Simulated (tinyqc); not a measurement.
Resistive crossbar, vector-matrix product with wire resistance: two steps of the calculation.

2 rows and 3 columns. Cell (i, j) joins row node wij to column node bij. Each row is driven at its left end through one wire segment rw; neighbouring nodes along a row or a column are joined by rw; each column ends below the last row in one more rw and a virtual ground, where its current is read. Ideal output: I_j = sum_i V_i G_ij.

Values chosen for this exercise:
```
symbol,value,unit,meaning
rw,200,ohm,wire resistance between neighbouring cells
V,"[0.35, 0.18]",V,input voltages of the rows
```

Question 1. Node voltages and column currents. Solve A x = b; I_j = b2j/rw.

A (uS):
```
           w11        w12    w13        w21        w22    w23    b11    b12
w11  10037.000      -5000      0          0          0      0    -37      0
w12      -5000  10098.000  -5000          0          0      0      0    -98
w13          0      -5000   5042          0          0      0      0      0
w21          0          0      0  10014.000      -5000      0      0      0
w22          0          0      0      -5000  10025.000  -5000      0      0
w23          0          0      0          0      -5000   5059      0      0
b11        -37          0      0          0          0      0   5037      0
b12          0        -98      0          0          0      0      0   5098
b13          0          0    -42          0          0      0      0      0
b21          0          0      0        -14          0      0  -5000      0
b22          0          0      0          0        -25      0      0  -5000
b23          0          0      0          0          0    -59      0      0

       b13        b21        b22        b23
w11      0          0          0          0
w12      0          0          0          0
w13    -42          0          0          0
w21      0        -14          0          0
w22      0          0        -25          0
w23      0          0          0        -59
b11      0      -5000          0          0
b12      0          0      -5000          0
b13   5042          0          0      -5000
b21      0  10014.000          0          0
b22      0          0  10025.000          0
b23  -5000          0          0  10059.000
```

b (uA): w11 1750, w12 0, w13 0, w21 900, w22 0, w23 0, b11 0, b12 0, b13 0, b21 0, b22 0, b23 0

Find: row nodes; column nodes; column currents.

Answer 1.

row nodes (mV): w11 338.64, w12 329.76, w13 327.07, w21 176.71, w22 173.90, w23 171.92
column nodes (mV): b11 5.4183, b12 13.242, b13 7.3451, b21 2.9524, b22 7.0380, b23 4.6594
column currents (uA): column 1 14.762, column 2 35.190, column 3 23.297

Question 2. Error against the ideal product. Ideal I_j = sum_i V_i G_ij; error = I/ideal - 1.

cell conductances G (uS):
```
       column 1  column 2  column 3
row 1        37        98        42
row 2        14        25        59
```

column currents (uA): column 1 14.761924, column 2 35.189837, column 3 23.297030

Find: ideal currents; error.

Answer 2.

ideal currents (uA): column 1 15.470, column 2 38.800, column 3 25.320
error (%): column 1 -4.577, column 2 -9.305, column 3 -7.990

The largest error is in column 2. All currents fall short, since the wires take part of the voltage.

tinyqc, about 0.02 s, one thread, Intel Xeon 2.30GHz (shared host): `OMP_NUM_THREADS=1 python tinyqc.py 2880043 2880044 out.jsonl`
